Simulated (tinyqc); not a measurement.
## Internal photoemission over an interface barrier: threshold and yield against field

Electrons are excited from the valence band of a semiconductor over the barrier Phi(F) = P0 - sqrt(q F/(4 pi eps0 ei)), whose top lies at xm = sqrt(q/(16 pi eps0 ei F)). The yield is Y = A (hv - Phi)^p exp(-xm/l), with A = 1 here.

The yield is taken at hv = 3.07 eV.

Parameters, values chosen for the exercise; dielectric values close to those of hafnium oxide:

| symbol | value | unit | meaning |
|---|---|---|---|
| P0 | 2.77 | eV | barrier at zero field |
| ei | 4.06 |  | image-force permittivity |
| p | 3 |  | exponent of the yield |
| l | 1.2 | nm | scattering length in the image well |

Constants: q = 1.602176634e-19 C, eps0 = 8.8541878128e-14 F/cm where lengths are in cm. Results are converted to the units shown.

Threshold and yield against field:
```
F (MV/cm)  sqrt(F) ((MV/cm)^0.5)  Phi (eV)  xm (nm)         Y
0.1                       0.3162     2.710    2.978  0.003887
0.19                      0.4359     2.688    2.160  0.009219
0.35                      0.5916     2.659    1.592   0.01848
0.64                      0.8000     2.619    1.177   0.03432
1.2                        1.095     2.564   0.8596   0.06341
2.1                        1.449     2.497   0.6498    0.1094
3.9                        1.975     2.398   0.4768    0.2039
7.2                        2.683     2.265   0.3509    0.3899
```

What does the comparison show?

Phi is linear in sqrt(F) with slope -0.188 eV and intercept P0 = 2.77 eV. The yield grows by a factor of 100, of which 8.93 comes from less scattering, as xm shrinks from 2.98 to 0.351 nm, and the rest from the lower barrier. For F = 7.2 xm is within about two atomic layers of the interface, where the classical image potential fails.

tinyqc, about 0.01 s, one thread, Intel Xeon 2.30GHz (shared host): `OMP_NUM_THREADS=1 python tinyqc.py 2410107 2410108 out.jsonl`
